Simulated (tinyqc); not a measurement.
Inside a calculation. Method: plane-wave Kohn-Sham cycle with exchange-only LDA in a layered model solid. One step of it, computed by the program tinyqc.

Problem. Iteration 1: Hamiltonian at one k. H(m,m') = (k + G_m)^2/2 delta + V(G_m - G_m'), with V(-G) = V(G).

A solid whose potential varies along x alone (atomic units):
```
parameter                      value
period a                   14.200000
cross-section of the cell  11.000000
electrons per cell                 2
grid points                       16
plane waves -n..n, n               3
k points                           2
V1 in V1 cos(2 pi x/a)     -0.640000
```

V(G_m), m = 0, 1, 2, ... (hartree): [-0.230378, -0.320000, 0.000000, 0.000000, 0.000000, 0.000000, 0.000000]

k = 0.250000 2 pi / a

Give: H.

Solution.

H (hartree), order -3, -2, -1, +0, +1, +2, +3:
```
[[0.5099, -0.3200, 0.0000, 0.0000, 0.0000, 0.0000, 0.0000],
 [-0.3200, 0.0694, -0.3200, 0.0000, 0.0000, 0.0000, 0.0000],
 [0.0000, -0.3200, -0.1753, -0.3200, 0.0000, 0.0000, 0.0000],
 [0.0000, 0.0000, -0.3200, -0.2243, -0.3200, 0.0000, 0.0000],
 [0.0000, 0.0000, 0.0000, -0.3200, -0.0774, -0.3200, 0.0000],
 [0.0000, 0.0000, 0.0000, 0.0000, -0.3200, 0.2652, -0.3200],
 [0.0000, 0.0000, 0.0000, 0.0000, 0.0000, -0.3200, 0.8036]]
```
